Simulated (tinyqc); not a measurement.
Choosing the offset: vacuum evaporation: vapour pressure, source flux, thickness distribution, purity and step coverage. Computed by tinyqc, a small Python program. Command: `OMP_NUM_THREADS=1 python tinyqc.py 3113237 3113238 out.jsonl evap walk`. One thread of a shared host (Intel(R) Xeon(R) Processor @ 2.30GHz), about 0.01 s of CPU time with the checks.

Molecular flow, unit sticking of the metal, no re-evaporation. The background gas is taken as water vapour (18.015 g/mol, collision diameter 0.37 nm) at 300 K.

Inputs (values chosen for the exercise, modelled on gallium, with constants for the liquid): directionality n = 2; source-to-wafer distance h = 25 cm; wafer radius R = 10 cm.

Method. Rotating wafer, source offset by s and facing upwards: thickness at radius r is the mean over the angle a of (1 + (r^2 + s^2 - 2 r s cos a)/h^2)^(-(n + 3)/2), by 360 equal steps; non-uniformity (max - min)/(max + min) over 21 radii from 0 to R. The curvature at the centre vanishes at s/h = sqrt(2/(n + 3)).

Against the offset:
```
s/h,centre thickness,edge over centre,non-uniformity (%)
0.0,1.0000,0.6900,18.343
0.2,0.9066,0.7272,15.794
0.4,0.6900,0.8262,9.516
0.5,0.5724,0.8885,5.907
0.6,0.4636,0.9519,2.467
0.7,0.3690,1.0113,0.680
0.8,0.2903,1.0631,3.057
0.9,0.2269,1.1051,4.991
1.1,0.1377,1.1591,7.369
```

What follows from these numbers?

The best row, s/h = 0.7, has 0.68 % against 18 % on the axis, at the price of a rate lower by a factor 2.71; the small-wafer optimum is sqrt(2/(n + 3)) = 0.63.

Extremes, crossings and ranges named in words are read from the listed rows.
